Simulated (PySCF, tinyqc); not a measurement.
CIS on RHF in the sto-6g basis, for H3+, spin multiplicity 1, step by step. The lowest restricted solution is unstable here: a spin-polarised one lies 0.0121 hartree lower (PySCF). One step of it, computed by the program tinyqc.

Problem. CIS matrix, singlets. A(ia,jb) = (e_a - e_i) d_ij d_ab + 2 (ia|jb) - (ij|ab).

orbital energies (hartree): MO1 -0.831064, MO2 -0.336916, MO3 0.061941

Two-electron integrals over orbitals (pq|rs), unique and non-zero (hartree):
```
(11|11) 0.517178    (21|11) -0.000094   (21|21) 0.148301    (22|11) 0.437179
(22|21) 0.000170    (22|22) 0.504482    (31|11) 0.087721    (31|21) 0.000029
(31|22) -0.057354   (31|31) 0.146441    (32|11) 0.000043    (32|21) -0.146492
(32|22) -0.000161   (32|31) -0.000102   (32|32) 0.160325    (33|11) 0.524885
(33|21) -0.000164   (33|22) 0.461498    (33|31) 0.080053    (33|32) 0.000128
(33|33) 0.556337
```

Give: CIS matrix A, singlet.

Solution.

CIS matrix A, singlet (hartree):
```
       1>2    1>3
1>2  0.354  0.000
1>3  0.000  0.661
```
